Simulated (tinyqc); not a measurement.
A particle near a wafer in liquid: double-layer and van der Waals forces (DLVO), deposition barrier and removal: one step, computed by the program tinyqc.

Sphere and flat wall, Derjaguin approximation, constant potentials in the linear-superposition form, no retardation and no hydration force.

Question. The curve. U(h) = Z R exp(-kappa h) - A R/(6 h); F(h) = -dU/dh = kappa Z R exp(-kappa h) - A R/(6 h^2), positive for repulsion.

Inputs (values chosen for the exercise, of the order of those for polymer latex on silicon in water): particle radius R = 28 nm; Hamaker constant A = 1.5e-20 J; temperature T = 293 K.

kappa = 0.04277483 1/nm

Z = 13.52722 pN

Constants: k_B = 1.380649e-23 J/K.

Give: the table «Against the gap» with the columns kappa h, U (k_B T), F (pN), for h (nm) = 0.4, 0.6, 1.0, 1.5, 2.5, 4.0, 7.0, 12.0, 20.0, 40.0.

Answer.

Against the gap:
```
h (nm)  kappa h  U (k_B T)  F (pN)
0.4       0.017      48.78  -421.6
0.6       0.026      62.42  -178.7
1.0       0.043      72.41   -54.5
1.5       0.064      76.28   -15.9
2.5       0.107      77.21     3.4
4.0       0.171      74.58     9.3
7.0       0.299      66.93    10.6
12.0      0.513      54.60     9.2
20.0      0.855      38.93     6.7
40.0      1.711      16.49     2.9
```

Caution: kappa R is not large, so the Derjaguin approximation is only rough at gaps of the order of the Debye length. Caution: in rows where h is not small against R, A R/(6 h) overstates the van der Waals term. Caution: in rows with kappa h below 1 linear superposition is only rough.
